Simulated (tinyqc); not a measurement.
Single-oscillator infrared dielectric function of a polar cubic crystal. From omega_LO back to eps_inf. Computed by tinyqc, a small Python program. Command: `OMP_NUM_THREADS=1 python tinyqc.py 3026078 3026079 out.jsonl infrared inv`. One thread of a shared host (Intel(R) Xeon(R) Processor @ 2.30GHz), about 0.01 s of CPU time with the checks.

One ion pair, charges +Z* and -Z*, in a cell of volume Omega = a^3. Frequencies omega are given as wavenumbers (1/cm); eps_s is the static dielectric constant.

Inputs (values chosen for the exercise, for a model crystal):

| quantity | value | unit |
|---|---|---|
| lattice constant a | 4.25 | angstrom |
| mass M_A | 88.8 | u |
| mass M_B | 81.1 | u |
| omega_TO | 319 | 1/cm |
| Born charge Z* | 2.99 | e |

Structure: caesium chloride. Free carriers: absent.

Constants: nu for 1 eV/(angstrom^2 u) = 15.6333042 THz; 1 THz = 33.35640952 1/cm; e^2/(4 pi eps_0) = 14.39964548 eV angstrom.

Method. mu = M_A M_B/(M_A + M_B); ionic plasma term W^2 = 4 pi Z*^2 (e^2/(4 pi eps_0))/(Omega mu) in eV/(angstrom^2 u), turned into 1/cm by W = 15.6333042 x 33.35640952 x sqrt(W^2); omega_LO^2 = omega_TO^2 + W^2/eps_inf; eps_s = eps_inf + W^2/omega_TO^2; Szigeti charge 3 Z*/(eps_inf + 2); longitudinal (Callen) charge Z*/eps_inf.

Task: A run gave the result below. Find the eps_inf, known to lie between 2.8 and 9.

omega_LO = 357.8308 1/cm

Result:

Each step takes the trial c = (a f_b - b f_a)/(f_b - f_a), f being the result less the target and a, b, c the logarithms of the listed values; c replaces end b, the old b replaces a if the sign of f changed, and otherwise f_a is halved.

Scan of the range:

| eps_inf | omega_LO (1/cm) |
|---|---|
| 2.80 | 387.356 |
| 3.40 | 376.197 |
| 4.13 | 366.736 |
| 5.02 | 358.737 |
| 6.10 | 352.028 |
| 7.41 | 346.419 |
| 9.00 | 341.735 |

False position (Illinois rule, in the logarithm of the input) inside the bracket:

| step | end a | end b | trial | omega_LO (1/cm) |
|---|---|---|---|---|
| 1 | 5.02000 | 6.10000 | 5.15385 | 357.761 |
| 2 | 5.02000 | 5.15385 | 5.13568 | 357.890 |
| 3 | 5.15385 | 5.13568 | 5.14400 | 357.831 |
| 4 | 5.13568 | 5.14400 | 5.14399 | 357.831 |

omega_LO falls at every point of a 13-point scan of the range (every second point is shown), so one value fits; it is bracketed by 5.02 and 6.10. Answer: eps_inf = 5.144.
